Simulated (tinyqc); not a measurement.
Gated graphene, quantum capacitance: one step of the calculation.

phi is the Fermi level above the Dirac point, in volts; Vg is counted from the gate voltage of charge neutrality. Ideal linear bands, no charge puddles.

Task. New phi. N0 = (2/pi)(kB T/(hbar vF))^2; n = N0 F1(phi/Vt), p = N0 F1(-phi/Vt), F1(e) = int_0^infinity u du/(1 + exp(u - e)) = -Li2(-exp(e)); Cq = q d(n - p)/dphi = (q N0/Vt) ln[2 (1 + cosh(phi/Vt))]. Newton: f = phi + q (n - p + Dit phi)/Cox - Vg, phi(new) = phi - f/(1 + (Cq + q Dit)/Cox).

Parameters, values chosen for the exercise; values close to those of graphene: temperature T = 77 K; Fermi velocity vF = 1.09e6 m/s; density of traps Dit = 0 cm^-2 eV^-1; gate voltage Vg = -1.03 V.

Constants: q = 1.602176634e-19 C, kB = 1.380649e-23 J/K, hbar = 1.054571817e-34 J s, Vt = kB T/q. Results are converted to the units shown.

phi at the start = -1.03 V
Cox = 0.73470920 uF/cm^2

Wanted: n; p; Cq; f; phi after iteration 1.

Result.

n = 2.0932e-58 cm^-2
p = 6.5614e13 cm^-2
Cq = 20.410 uF/cm^2
f = -14.309 V
phi after iteration 1 = -0.53283 V

Numbers from tinyqc (`OMP_NUM_THREADS=1 python tinyqc.py 2200146 2200147 out.jsonl`; about 0.01 s on one thread of a shared Intel Xeon 2.30GHz).
